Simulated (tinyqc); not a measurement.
## Doping and barrier from two capacitances

Question. A Schottky diode on a uniformly doped n-type layer obeys (A/C)^2 = 2 (Vbi - V - Vt)/(q eps0 eps_r Nd) in reverse bias, with phiB = Vbi + Vt ln(Nc/Nd) and image force ignored. Find Nd, Vbi and phiB.

Inputs (values chosen for the exercise); band and dielectric values close to those of gallium nitride: temperature T = 300 K; relative permittivity eps_r = 9.38; conduction-band density of states at T Nc = 2.26e18 cm^-3; diode area A = 0.0048 cm^2.

Constants: q = 1.602176634e-19 C, kB = 1.380649e-23 J/K, Vt = kB T/q, eps0 = 8.8541878128e-14 F/cm where lengths are in cm. Results are converted to the units shown.

C at V = -0.2 and -6.6 V (pF): 714.32074  295.54459

Solution. The slope of (A/C)^2 against -V gives Nd, the intercept Vbi - Vt, and the Fermi-level depth Vt ln(Nc/Nd) is added for the barrier.

Nd = 4.40e17 cm^-3
Vbi = 1.15 V
phiB = 1.19 eV

Computed by the program tinyqc: `OMP_NUM_THREADS=1 python tinyqc.py 2020128 2020129 out.jsonl`, one thread of a shared Intel Xeon 2.30GHz, about 0.05 s for the whole run.
